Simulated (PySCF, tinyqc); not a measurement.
Inside a calculation. Method: RHF in the sto-3g basis, for BeH+, spin multiplicity 1. The lowest restricted solution is unstable here: a spin-polarised one lies 0.0687 hartree lower (PySCF). One step of it, computed by the program tinyqc.

Task: Iteration 2: diagonalisation and new density. Diagonalise F' = X^T F X, C = X C', fill 2 alpha and 2 beta electrons from the bottom; D = 2 C_occ C_occ^T; the new density keeps 0.2 of the old one (damping). Each column has its largest component positive (the first on a tie).

extrapolated F (hartree):
```
            1Be 1s     1Be 2s    1Be 2px    1Be 2py    1Be 2pz      2H 1s
1Be 1s   -6.527190  -1.611827   0.000000   0.000000   0.005339  -0.029999
1Be 2s   -1.611827  -1.150671   0.000000   0.000000   0.047616  -0.088295
1Be 2px   0.000000   0.000000  -0.971064  -0.059940   0.000000   0.000000
1Be 2py   0.000000   0.000000  -0.059940  -0.665098   0.000000   0.000000
1Be 2pz   0.005339   0.047616   0.000000   0.000000  -0.634793  -0.101372
2H 1s    -0.029999  -0.088295   0.000000   0.000000  -0.101372  -0.127377
```

X:
```
                 1          2         3          4          5         6
1Be 1s   -0.666232   0.478870  0.000000   0.000000  -0.404715  0.486017
1Be 2s    0.788528  -0.285161  0.000000   0.000000  -0.252910  0.569778
1Be 2px   0.000000   0.000000  0.967922  -0.251250   0.000000  0.000000
1Be 2py   0.000000   0.000000  0.251250   0.967922   0.000000  0.000000
1Be 2pz   0.318587   0.711051  0.000000   0.000000   0.612371  0.233736
2H 1s    -0.518039  -0.612627  0.000000   0.000000   0.512125  0.385976
```

D after iteration 1:
```
            1Be 1s     1Be 2s   1Be 2px   1Be 2py    1Be 2pz      2H 1s
1Be 1s    1.612698  -0.025835  0.000000  0.000000  -0.003192   0.011809
1Be 2s   -0.025835   0.005172  0.000000  0.000000   0.007060  -0.044952
1Be 2px   0.000000   0.000000  1.931084  0.364806   0.000000   0.000000
1Be 2py   0.000000   0.000000  0.364806  0.068916   0.000000   0.000000
1Be 2pz  -0.003192   0.007060  0.000000  0.000000   0.010331  -0.065963
2H 1s     0.011809  -0.044952  0.000000  0.000000  -0.065963   0.421219
```

overlap S:
```
           1Be 1s    1Be 2s   1Be 2px   1Be 2py   1Be 2pz     2H 1s
1Be 1s   1.000000  0.259517  0.000000  0.000000  0.000000  0.004854
1Be 2s   0.259517  1.000000  0.000000  0.000000  0.000000  0.128032
1Be 2px  0.000000  0.000000  1.000000  0.000000  0.000000  0.000000
1Be 2py  0.000000  0.000000  0.000000  1.000000  0.000000  0.000000
1Be 2pz  0.000000  0.000000  0.000000  0.000000  1.000000  0.186575
2H 1s    0.004854  0.128032  0.000000  0.000000  0.186575  1.000000
```

Give: F' = X^T F X; orbital energies; coefficients C; D after iteration 2.

Result:

F' = X^T F X (hartree):
```
        1       2       3       4       5       6
1  -1.911   1.345   0.000   0.000  -1.389   1.601
2   1.345  -1.460   0.000   0.000   0.923  -1.575
3   0.000   0.000  -0.981   0.022   0.000   0.000
4   0.000   0.000   0.022  -0.655   0.000   0.000
5  -1.389   0.923   0.000   0.000  -1.790   1.862
6   1.601  -1.575   0.000   0.000   1.862  -2.916
```

orbital energies (hartree): MO1 -6.528, MO2 -0.982, MO3 -0.819, MO4 -0.654, MO5 -0.623, MO6 -0.106

coefficients C:
```
            MO1    MO2     MO3     MO4     MO5     MO6
1Be 1s    1.004  0.000  -0.246   0.000  -0.064   0.024
1Be 2s   -0.016  0.000   1.004   0.000   0.263  -0.118
1Be 2px   0.000  0.983   0.000  -0.186   0.000   0.000
1Be 2py   0.000  0.186   0.000   0.983   0.000   0.000
1Be 2pz  -0.001  0.000  -0.248   0.000   0.973  -0.169
2H 1s     0.002  0.000  -0.015   0.000  -0.028   1.027
```

D after iteration 2:
```
         1Be 1s  1Be 2s  1Be 2px  1Be 2py  1Be 2pz   2H 1s
1Be 1s    1.935  -0.030    0.000    0.000   -0.002   0.005
1Be 2s   -0.030   0.001    0.000    0.000    0.001  -0.009
1Be 2px   0.000   0.000    1.931    0.365    0.000   0.000
1Be 2py   0.000   0.000    0.365    0.069    0.000   0.000
1Be 2pz  -0.002   0.001    0.000    0.000    0.002  -0.013
2H 1s     0.005  -0.009    0.000    0.000   -0.013   0.084
```
